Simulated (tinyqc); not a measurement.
Raising U: Hubbard chain of 3 sites, mean field against exact. Computed by the program tinyqc. 

one-body matrix (hopping and site energies) (eV):
```
         1        2        3
1  -0.4000  -1.6000   0.0000
2  -1.6000   0.3300  -1.6000
3   0.0000  -1.6000  -0.1100
```

electrons, up and down: 2  1

Collinear unrestricted mean field (the lowest of 40 random starts) against exact diagonalisation.

Exact and mean-field results (eV):
```
U          U/t   E exact  E mean field  mean |n_up - n_down|  double occupancy, exact  first gap in the sector
0.800    0.500  -4.26911      -4.25118                 0.364                    0.191                    2.047
1.600    1.000  -3.83484      -3.76462                 0.409                    0.171                    1.984
3.200    2.000  -3.11408      -2.87201                 0.550                    0.131                    1.739
4.800    3.000  -2.57065      -2.18410                 0.725                    0.097                    1.482
6.400    4.000  -2.16678      -1.73250                 0.835                    0.072                    1.262
9.600    6.000  -1.63482      -1.23439                 0.926                    0.042                    0.946
12.800   8.000  -1.31438      -0.97512                 0.958                    0.026                    0.745
19.200  12.000  -0.95950      -0.71195                 0.981                    0.013                    0.516
32.000  20.000  -0.65545      -0.49971                 0.993                 4.86e-03                    0.316
```

In absolute terms mean field is worst at U/t = 4.0, 0.434 eV too high: at small U it is nearly exact, and at large U it misses only exchange-scale energies. Relative to the exact energy its error is 0.4 % at the smallest U, 26 % at most and 24 % at the largest. The double occupancy falls from 0.191 to 0.005.
